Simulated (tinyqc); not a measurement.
What moves the results: k.p theory built from an empirical-pseudopotential calculation at Gamma. A value that a table varies takes the place of the one given here.

Empirical pseudopotential on the fcc lattice, atoms at +/- tau, tau = a (1,1,1)/8, no spin-orbit coupling. H(G,G') = c (2 pi/a)^2 |k + G|^2 delta + VS(q) cos(q.tau) + i VA(q) sin(q.tau), q = G - G', c = hbar^2/2m0; k and G in units of 2 pi/a; VS at |q|^2 = 3, 8, 11 and VA at 3, 4, 11, in rydberg, zero elsewhere. The basis is fixed: all 65 G with |G|^2 up to Gcut. Energies are counted from the fourth level at Gamma.

k.p in the lowest n states at Gamma: H_nm = (E_n + c k^2) delta + 2 c k.<n|G|m>, k in 1/angstrom; with all states of the basis it is exact.

Empirical pseudopotential on the fcc lattice, atoms at +/- tau, tau = a (1,1,1)/8, no spin-orbit coupling. H(G,G') = c (2 pi/a)^2 |k + G|^2 delta + VS(q) cos(q.tau) + i VA(q) sin(q.tau), q = G - G', c = hbar^2/2m0; k and G in units of 2 pi/a; VS at |q|^2 = 3, 8, 11 and VA at 3, 4, 11, in rydberg, zero elsewhere. The basis holds all G with |G|^2 up to a cut-off. Energies are counted from the fourth level at Gamma.

For a multiplet A of d_A states, W(B) = (4 c/(3 d_A)) sum over n in A, m in B and i = x, y, z of |<n|G_i|m>|^2 (G in 1/angstrom, <n|G_i|m> = sum_G c_n(G)* G_i c_m(G)); the mean inverse mass of A is 1 + sum_B W(B)/(E_A - E_B). Multiplets with W = 0 are left out.

Valence parameters: D(u) = c + 4 c^2 sum_m <n|u.G|m><m|u.G|n'>/(0 - E_m) on the valence triplet, in units of c, has eigenvalues L, M, M along [100] and (L + 2M + 2N)/3, (L + 2M - N)/3 twice along [111]; g1 = -(L + 2M)/3, g2 = -(L - M)/6, g3 = -N/6.

Constants: hbar^2/2m0 = 3.80998211 eV angstrom^2; Ry = 13.60569312 eV.

Parameters, chosen for this exercise (near those of Si; shifted at random, so the results belong to these values and not to a real crystal): a = 5.433 angstrom (lattice constant); VS = (-0.214, 0.041, 0.082) Ry (symmetric form factors); VA = (0, 0, 0) Ry (antisymmetric form factors); Gcut = 16 (2 pi/a)^2 (largest |G|^2 of the fixed basis); VS3 = -0.214 Ry; VS8 = 0.041 Ry; VS11 = 0.082 Ry; VA3 = 0 Ry; VA4 = 0 Ry; VA11 = 0 Ry.

## How many bands a k.p model needs: band 5 from Gamma to K

Band 5 (counted from below) at k = f (0.75, 0.75, 0) 2 pi/a; n ends on whole multiplets.

Energies (eV):

| f | n = 8 | n = 15 | n = 27 | n = 65 (exact) |
|---|---|---|---|---|
| 0.000 | 3.451 | 3.451 | 3.451 | 3.451 |
| 0.125 | 3.540 | 3.500 | 3.498 | 3.497 |
| 0.250 | 3.809 | 3.705 | 3.696 | 3.693 |
| 0.375 | 4.257 | 3.897 | 3.894 | 3.887 |
| 0.500 | 4.884 | 3.709 | 3.706 | 3.693 |
| 0.625 | 5.690 | 3.232 | 3.229 | 3.207 |
| 0.750 | 6.675 | 2.655 | 2.651 | 2.616 |
| 0.875 | 7.840 | 2.120 | 2.114 | 2.064 |
| 1.000 | 9.183 | 1.694 | 1.685 | 1.615 |

With n = 8 the band stays within 0.05 eV of the exact one up to f = 0.125 (error at K: +7.569 eV). With n = 15 the band stays within 0.05 eV of the exact one up to f = 0.750 (error at K: +0.079 eV). With n = 27 the band stays within 0.05 eV of the exact one up to f = 0.750 (error at K: +0.070 eV). A smaller basis can only raise a level. The exact band has its minimum on these points at f = 1.000; n = 8 puts it at f = 0.000.

## Convergence with the plane-wave basis

E_s is the lowest empty singlet, Ep its W to the valence triplet, m its mass.

Results:

| cut-off | plane waves | E_s (eV) | Ep (eV) | m (m0) | g1 | g2 | g3 |
|---|---|---|---|---|---|---|---|
| 8 | 27 | 4.005 | 21.45 | 0.1579 | 4.25 | 0.41 | 1.50 |
| 11 | 51 | 4.092 | 21.30 | 0.1618 | 4.16 | 0.46 | 1.42 |
| 12 | 59 | 4.063 | 21.28 | 0.1610 | 4.30 | 0.43 | 1.46 |
| 16 | 65 | 4.063 | 21.28 | 0.1610 | 4.34 | 0.42 | 1.47 |
| 19 | 89 | 4.042 | 21.35 | 0.1599 | 4.32 | 0.44 | 1.46 |
| 20 | 113 | 4.007 | 21.40 | 0.1585 | 4.31 | 0.45 | 1.47 |
| 24 | 137 | 4.010 | 21.41 | 0.1585 | 4.32 | 0.45 | 1.47 |

Against the last row, E_s errs most, by +0.082 eV, at cut-off 11, and by -0.003 eV in the last row but one. Ep varies by 0.8 % over the table and m by 2.5 %: the mass, near E_s/Ep, inherits the errors of both. Local form factors fix the converged values only roughly. The gap is a difference of two levels, so it need not converge steadily, and here it does not.

## What each form factor does (empirical-pseudopotential levels)

Lowest empty singlet and triplet at Gamma and the valence width there (fixed basis); lowest empty level at X = (1,0,0) and L = (1/2,1/2,1/2) from the valence top, these levels and that top with all |k + G|^2 up to 21. Singlet and triplet count orbital degeneracy. VS3 is VS at |q|^2 = 3, and so on. The row for a keeps the form factors fixed, so it is no model of a real expansion, which changes them too. Each row changes one parameter from the base and keeps the others.

Results:

| case | singlet (eV) | triplet (eV) | X (eV) | L (eV) | width (eV) |
|---|---|---|---|---|---|
| base | 4.063 | 3.451 | 1.096 | 2.005 | 12.664 |
| a = 5.487 angstrom | 4.079 | 3.475 | 1.225 | 2.077 | 12.362 |
| VS3 = -0.224 Ry | 4.001 | 3.594 | 1.338 | 2.102 | 12.611 |
| VS8 = 0.031 Ry | 3.574 | 3.511 | 1.011 | 1.774 | 12.736 |
| VS11 = 0.072 Ry | 3.555 | 3.227 | 0.831 | 1.678 | 12.830 |
| VA3 = 0.03 Ry | 4.097 | 3.472 | 0.836 | 1.999 | 12.667 |
| VA4 = 0.03 Ry | 3.927 | 3.531 | 0.654 | 2.046 | 12.655 |
| VA11 = 0.03 Ry | 3.918 | 3.412 | 0.809 | 1.946 | 12.680 |

The largest shifts from the base row, up to three for each result and ties (the steps differ in size, so this ranks the rows, not the parameters). singlet (eV): VS11 -0.508, VS8 -0.489, VA11 -0.145. triplet (eV): VS11 -0.224, VS3 +0.144, VA4 +0.081. X (eV): VA4 -0.442, VA11 -0.287, VS11 -0.265. L (eV): VS11 -0.327, VS8 -0.231, VS3 +0.097. width (eV): a -0.303, VS11 +0.166, VS8 +0.072. In a diamond crystal a small VA enters the levels at Gamma and L only in second order, by symmetry, but splits the degenerate pair at X in first order.

(tinyqc, `OMP_NUM_THREADS=1 python tinyqc.py 1081151 1081152 out.jsonl`, Intel(R) Xeon(R) Processor @ 2.30GHz, 1 thread, shared host, about 0.3 s.)
